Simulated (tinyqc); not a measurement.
RHF in the sto-6g basis, for H3+, spin multiplicity 1, step by step. One step of it, computed by the program tinyqc.

Problem. Iteration 2: building the Fock matrix. J_ij = sum D_kl (ij|kl), K_ij = sum D_kl (ik|jl); F = H + J - 0.5 K; E = tr D H + tr D J / 2 - 0.25 tr D K + E_nn.

D after iteration 1, order 1H 1s, 2H 1s, 3H 1s:
```
[[0.687231, 0.394515, 0.394404],
 [0.394515, 0.226477, 0.226413],
 [0.394404, 0.226413, 0.226349]]
```

core Hamiltonian H = T + V (hartree), order 1H 1s, 2H 1s, 3H 1s:
```
[[-1.504776, -0.883219, -0.882924],
 [-0.883219, -1.272485, -0.283044],
 [-0.882924, -0.283044, -1.272364]]
```

Two-electron integrals (ij|kl) in chemists' order, unique and non-zero (hartree):
```
(11|11) 0.774999   (21|11) 0.313626   (21|21) 0.161679   (22|11) 0.480971
(22|21) 0.313626   (22|22) 0.774999   (31|11) 0.313502   (31|21) 0.121735
(31|22) 0.184488   (31|31) 0.161566   (32|11) 0.086155   (32|21) 0.040290
(32|22) 0.072518   (32|31) 0.040277   (32|32) 0.011780   (33|11) 0.480883
(33|21) 0.184530   (33|22) 0.283124   (33|31) 0.313502   (33|32) 0.072518
(33|33) 0.774999
```

nuclear repulsion = 1.35259087 hartree

Give: Coulomb J; exchange K; Fock matrix F; total energy of this density.

Solution.

Coulomb J (hartree), order 1H 1s, 2H 1s, 3H 1s:
```
[[1.284, 0.570, 0.570],
 [0.570, 0.996, 0.161],
 [0.570, 0.161, 0.996]]
```

exchange K (hartree), order 1H 1s, 2H 1s, 3H 1s:
```
[[1.156, 0.682, 0.682],
 [0.682, 0.601, 0.361],
 [0.682, 0.361, 0.601]]
```

Fock matrix F (hartree), order 1H 1s, 2H 1s, 3H 1s:
```
[[-0.798, -0.654, -0.654],
 [-0.654, -0.577, -0.302],
 [-0.654, -0.302, -0.577]]
```

total energy of this density = -1.20279 hartree
